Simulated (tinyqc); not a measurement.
Width of the well: finite square well with mass mismatch (envelope functions).

A square well of width L and depth V0, mass mw inside and mb outside, energies from the bottom of the well, c = hbar^2/2m0. k = sqrt(mw E/c), kappa = sqrt(mb (V0 - E)/c). psi and psi'/m are continuous at the walls (BenDaniel-Duke), so level n solves k L + 2 atan[(k/mw)/(kappa/mb)] = n pi.

Constants: hbar^2/2m0 = 3.80998211 eV angstrom^2.

Parameters, chosen for this exercise (near those of the light valleys of a Si film in HfO2; not measured data): V0 = 1.535 eV (barrier height); mw = 0.193 m0 (mass in the well); mb = 0.183 m0 (mass in the barrier); Ls = (8, 11, 16, 22, 31, 43, 60) angstrom (widths).

Levels against L, beside the infinite well E1(hard) = c (pi/L)^2/mw; Pb is the probability of level 1 in the barriers; a dash marks an unbound level.

Levels:

| L (angstrom) | bound levels | E1 (eV) | E2 (eV) | E1(hard) (eV) | Pb |
|---|---|---|---|---|---|
| 8 | 1 | 0.7761 | - | 3.0443 | 0.283 |
| 11 | 1 | 0.5658 | - | 1.6102 | 0.165 |
| 16 | 2 | 0.3583 | 1.2582 | 0.7611 | 0.078 |
| 22 | 2 | 0.2287 | 0.8666 | 0.4026 | 0.038 |
| 31 | 3 | 0.1342 | 0.5256 | 0.2027 | 0.017 |
| 43 | 4 | 0.0778 | 0.3084 | 0.1054 | 0.007 |
| 60 | 6 | 0.0434 | 0.1729 | 0.0541 | 0.003 |

The infinite well overestimates E1 by a factor 3.92 at 8 angstrom and 1.25 at 60 angstrom. The local exponent d ln E1/d ln L goes from -0.99 (first two rows) to -1.75 (last two), towards the -2 of hard walls, as Pb falls from 0.283 to 0.003. E2 - E1 is largest at 16 angstrom of the widths listed. Non-parabolicity, which grows with the level, already counts at a few tenths of an eV, and levels above about 0.5 eV lie beyond a parabolic band.

tinyqc: `OMP_NUM_THREADS=1 python tinyqc.py 1281399 1281400 out.jsonl`; about 0.01 s, one thread, shared Intel(R) Xeon(R) Processor @ 2.30GHz.
